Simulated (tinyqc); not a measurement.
RHF in the sto-3g basis, for H6, spin multiplicity 1, step by step (part 2 of 2). Computed by tinyqc, a small Python program that keeps every step (integrals from PySCF). Command: `OMP_NUM_THREADS=1 python tinyqc.py 30766 30767 out.jsonl` (the two numbers bound the seeds that draw the settings). One thread of a shared host (Intel(R) Xeon(R) Processor @ 2.60GHz), about 0.06 s of CPU time with the checks.

Geometry (angstrom):
```
atom         x         y         z
H     0.000000  0.000000  0.000000
H     0.000000  0.000000  1.031000
H     0.000000  0.000000  2.231000
H     0.000000  0.000000  3.262000
H     0.000000  0.000000  4.462000
H     0.000000  0.000000  5.492000
```

## Iteration 9 (converged): orbitals

converged F (hartree), lower triangle:
```
           1H 1s      2H 1s      3H 1s      4H 1s      5H 1s      6H 1s
1H 1s  -0.237807
2H 1s  -0.464107  -0.300384
3H 1s  -0.110166  -0.312003  -0.303689
4H 1s   0.000917  -0.108898  -0.465815  -0.303683
5H 1s   0.002078  -0.011357  -0.108886  -0.312011  -0.300704
6H 1s  -0.005620   0.002077   0.000873  -0.110317  -0.464539  -0.238150
```

X, lower triangle:
```
           1H 1s      2H 1s      3H 1s      4H 1s      5H 1s     6H 1s
1H 1s   1.108333
2H 1s  -0.299704   1.187255
3H 1s   0.046865  -0.258561   1.192613
4H 1s  -0.008972   0.049701  -0.319617   1.192624
5H 1s   0.001322  -0.006899   0.049712  -0.258618   1.187602
6H 1s  -0.000263   0.001324  -0.008983   0.046920  -0.300197  1.108649
```

Diagonalise F' = X^T F X, C = X C', fill 3 alpha and 3 beta electrons from the bottom; D = 2 C_occ C_occ^T. Each column has its largest component positive (the first on a tie).

F' = X^T F X (hartree), lower triangle:
```
           1          2          3          4          5          6
1  -0.014349
2  -0.470484   0.038040
3   0.056604  -0.312761   0.041194
4   0.007576   0.060460  -0.488032   0.041208
5   0.002887  -0.008255   0.060479  -0.312785   0.038227
6  -0.007536   0.002891   0.007547   0.056657  -0.470995  -0.014181
```

orbital energies (hartree): MO1 -0.607302, MO2 -0.506253, MO3 -0.358066, MO4 0.237486, MO5 0.526613, MO6 0.837660

coefficients C:
```
            MO1        MO2        MO3        MO4        MO5        MO6
1H 1s  0.189974   0.371954  -0.423173   0.580283  -0.666320  -0.431597
2H 1s  0.283143   0.416373  -0.280709  -0.346802   0.777443   0.715365
3H 1s  0.382517   0.113556   0.430894  -0.559697  -0.268444  -0.930525
4H 1s  0.382665  -0.112083   0.431162   0.560155  -0.266118   0.930942
5H 1s  0.283881  -0.416239  -0.279978   0.345905   0.777237  -0.716898
6H 1s  0.190681  -0.372212  -0.422463  -0.579485  -0.666934   0.433039
```

D after iteration 9, lower triangle:
```
           1H 1s      2H 1s      3H 1s      4H 1s     5H 1s     6H 1s
1H 1s   0.707031
2H 1s   0.654900   0.664668
3H 1s  -0.134874   0.069266   0.689768
4H 1s  -0.302899  -0.118701   0.638867   0.689792
5H 1s   0.035175  -0.028679  -0.118636   0.069137  0.664461
6H 1s   0.153107   0.035200  -0.302730  -0.134928  0.654681  0.706753
```

## Convergence

Stop when the energy changes by less than 1e-09 hartree and every element of the error matrix X^T (F D S - S D F) X is below 9e-06.

Course of the cycle:
```
iteration  E (hartree)     change  largest element of the error matrix
1          -0.90982737          -                             4.06e-01
2          -2.38540268  -1.48e+00                             6.19e-01
3          -3.07249605  -6.87e-01                             1.54e-01
4          -3.14050652  -6.80e-02                             2.45e-02
5          -3.14231685  -1.81e-03                             2.22e-03
6          -3.14232921  -1.24e-05                             3.10e-04
7          -3.14232941  -1.99e-07                             5.07e-05
8          -3.14232942  -6.68e-09                             1.66e-05
9          -3.14232942  -7.70e-10                             6.07e-07
```

PySCF RHF in the same basis = -3.14232942 hartree

Converged in 9 iterations.

## Populations, bond orders and dipole

overlap S, lower triangle:
```
          1H 1s     2H 1s     3H 1s     4H 1s     5H 1s     6H 1s
1H 1s  1.000000
2H 1s  0.478408  1.000000
3H 1s  0.080613  0.387033  1.000000
4H 1s  0.010341  0.080613  0.478408  1.000000
5H 1s  0.000517  0.007050  0.080613  0.387033  1.000000
6H 1s  0.000022  0.000518  0.010364  0.080754  0.478985  1.000000
```

Mulliken: Z minus the diagonal of D S on the atom; Loewdin: the same with S^(1/2) D S^(1/2); Mayer order: 2 sum_s sum (D(s) S)_ij (D(s) S)_ji over the two atoms.

Charges (e):
```
atom   Mulliken    Loewdin
1H    -0.006357  -0.014594
2H     0.004967   0.012976
3H     0.001359   0.001587
4H     0.001408   0.001624
5H     0.004946   0.012979
6H    -0.006323  -0.014573
```

Mayer bond orders:
```
pair      order
2-1    0.895976
3-1   -0.001390
3-2    0.103292
4-1    0.084689
4-2   -0.001328
4-3    0.814839
5-1   -0.000189
5-2    0.002224
5-3   -0.001327
5-4    0.103187
6-1    0.020874
6-2   -0.000189
6-3    0.084584
6-4   -0.001389
6-5    0.896081
```

dipole moment about the origin, x y z (debye): 0.000000  0.000000  0.000412
